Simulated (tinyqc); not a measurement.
Exact and approximate size effects: heat flow across a film from the phonon Boltzmann equation in the relaxation-time approximation. Computed by tinyqc, a small Python program. Command: `OMP_NUM_THREADS=1 python tinyqc.py 3006384 3006385 out.jsonl slabbte walk`. One thread of a shared host (Intel(R) Xeon(R) Processor @ 2.30GHz), about 0.01 s of CPU time with the checks.

Two black walls, hot at x = 0 and cold at x = L, emit phonons isotropically. For one free path Lambda, with tau = x/Lambda, tau_L = L/Lambda and phi = (T - T_cold)/Delta T, energy balance gives phi(tau) = (1/2) [E2(tau) + int_0^tau_L phi(s) E1(|tau - s|) ds]; E_n are the exponential integrals. The flux over the ballistic flux C v Delta T/4 is psi = 1 - 2 int_0^tau_L phi(s) E2(s) ds, and kappa_eff/kappa = (3/4) tau_L psi. kappa = C v Lambda/3 is an input, so at fixed kappa a longer free path means a smaller C v.

Inputs (values chosen for the exercise, modelled on gallium nitride): free path Lambda_1 = 90 nm; free path Lambda_2 = 530 nm; share f_2 of kappa = 0.2.

Free-path groups: two.

Method:
- Cut the film into n equal cells with constant phi, collocated at the centres c_i: the kernel integrates to A_ij = |E2(|c_i - e_j|) - E2(|c_i - e_(j+1)|)|/2 for cell edges e_j, and A_ii = 1 - E2(half a cell); solve (1 - A) phi = E2(c)/2; psi = 1 - 2 sum_j phi_j [E3(e_j) - E3(e_(j+1))].
- Each group is solved on its own with 150 and 300 cells, psi = (4 psi(300) - psi(150))/3, and weighted by its share of kappa (f_1 is what the others leave); exchange of energy between groups inside the film is left out.
- Two-flux: kappa_eff/kappa = sum f_i/(1 + 4 Lambda_i/(3 L)). Matthiessen with the thickness: sum f_i/(1 + Lambda_i/L). Ballistic limit: sum f_i 3 L/(4 Lambda_i).

Kappa_eff/kappa:
```
L (nm)  Boltzmann  two-flux  Matthiessen  ballistic limit
2.7      0.018256  0.018365     0.024315         0.018764
9        0.057448  0.058329     0.076067         0.062547
22        0.12675   0.12998      0.16511          0.15289
54        0.25420   0.26247      0.31849          0.37528
140       0.45099   0.46384      0.52875          0.97296
360       0.65563    0.6675      0.72090           2.5019
900       0.80952   0.81792      0.85315           6.2547
2200      0.90524   0.91000      0.92973           15.289
```

What does the comparison show, and why?

The two-flux formula lies above the Boltzmann result by at most about 3.3 % (at L = 54 nm); the Matthiessen form is high by up to 33 %, since it misses the factor 3/4 of the ballistic limit. The thinnest film reaches 97 % of that limit, and the thickest, 25 Lambda_1, only 91 % of the bulk value: the long free paths keep the size effect alive far beyond Lambda_1. Rows below about 10 nm are near the phonon wavelength, where a particle picture fails.
